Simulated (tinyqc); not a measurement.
MOS inversion layer, Poisson-Schroedinger loop: one step of the calculation.

Electrons confined at an insulator interface at z = 0, treated as a hard wall; parabolic valleys, Hartree approximation, no image or exchange terms. The depletion charge lies far deeper than the electrons and gives a uniform field q Nd/(eps0 eps_r); the gate balances all charge. Energies are counted from the band edge at the interface.

Task. Closed-form estimates. Triangular well: E_k = a_k (C F^2/mz)^(1/3), a_1 = 2.338107, a_2 = 4.087949, C = hbar^2/(2 m0), F in eV/nm. Fang-Howard (all electrons in the lowest level of set A): b^3 = 6 (mz1/C) q (Nd + 11 Ns/32)/(eps0 eps_r), centroid 3/b, level C b^2/(4 mz1) + (3/b) q (Nd + 11 Ns/16)/(eps0 eps_r). Use F = q (Nd + Ns)/(eps0 eps_r), the surface field, and F = q (Nd + Ns/2)/(eps0 eps_r).

Parameters, values chosen for the exercise; masses and permittivity close to those of silicon (100): relative permittivity eps_r = 11.7; mass along z of valley set A (2 valley(s)) mz1 = 0.928 m0; sheet density of electrons Ns = 3.4e11 cm^-2; sheet density of depletion charge Nd = 3e12 cm^-2.

Constants: q = 1.602176634e-19 C, hbar = 1.054571817e-34 J s, m0 = 9.1093837015e-31 kg, eps0 = 8.8541878128e-14 F/cm where lengths are in cm, hbar^2/(2 m0) = 0.0380998212 eV nm^2. Results are converted to the units shown.

Wanted: A1 with the surface field; A1 with Nd + Ns/2; A2 with Nd + Ns/2; b; Fang-Howard centroid; Fang-Howard level.

Result.

A1 with the surface field = 0.1119 eV
A1 with Nd + Ns/2 = 0.1080 eV
A2 with Nd + Ns/2 = 0.1889 eV
b = 1.917 1/nm
Fang-Howard centroid = 1.565 nm
Fang-Howard level = 0.1160 eV

Program tinyqc, `OMP_NUM_THREADS=1 python tinyqc.py 2160103 2160104 out.jsonl`; Intel Xeon 2.30GHz, shared host, one thread, about 0.8 s.
